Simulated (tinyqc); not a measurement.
Worked calculation: sp3 tight binding, zinc-blende lattice. One step of it, computed by the program tinyqc.

Question. Bloch Hamiltonian at k. Slater-Koster rules over the four bonds with direction cosines (l, m, n): ss V_ss; s-px l V_sp; px-s -l V_sp; px-px l^2 V_pps + (1 - l^2) V_ppp; px-py l m (V_pps - V_ppp); each times exp(i k.d).

Parameters chosen for this model: zinc-blende lattice, anion at 0, cation at a/4 (1,1,1); V = eta hbar^2 / (m d^2), hbar^2/m = 7.619964 eV angstrom^2:
```
parameter          value      unit
a               3.950000  angstrom
d               1.710400  angstrom
Es anion      -12.610000        eV
Ep anion       -7.790000        eV
Es cation     -10.190000        eV
Ep cation      -6.530000        eV
eta ss         -1.320000
eta sp          1.420000
eta pp sigma    2.220000
eta pp pi      -0.630000
V ss           -3.438202        eV
V sp            3.698672        eV
V pp sigma      5.782431        eV
V pp pi        -1.640960        eV
```

k point k (2 pi / a): [0.230000, -0.430000, -0.630000]

Give: H(k) at k.

Answer.

H(k) at k (eV), order a s, a px, a py, a pz, c s, c px, c py, c pz:
```
[[-12.610, 0.000, 0.000, 0.000, -5.512+2.540i, -4.176+1.294i, 1.969-2.743i, 1.036-5.212i],
 [0.000, -7.790, 0.000, 0.000, 4.176-1.294i, 1.336-0.616i, 1.201-6.039i, 2.282-3.178i],
 [0.000, 0.000, -7.790, 0.000, -1.969+2.743i, 1.201-6.039i, 1.336-0.616i, -4.839+1.499i],
 [0.000, 0.000, 0.000, -7.790, -1.036+5.212i, 2.282-3.178i, -4.839+1.499i, 1.336-0.616i],
 [-5.512-2.540i, 4.176+1.294i, -1.969-2.743i, -1.036-5.212i, -10.190, 0.000, 0.000, 0.000],
 [-4.176-1.294i, 1.336+0.616i, 1.201+6.039i, 2.282+3.178i, 0.000, -6.530, 0.000, 0.000],
 [1.969+2.743i, 1.201+6.039i, 1.336+0.616i, -4.839-1.499i, 0.000, 0.000, -6.530, 0.000],
 [1.036+5.212i, 2.282+3.178i, -4.839-1.499i, 1.336+0.616i, 0.000, 0.000, 0.000, -6.530]]
```
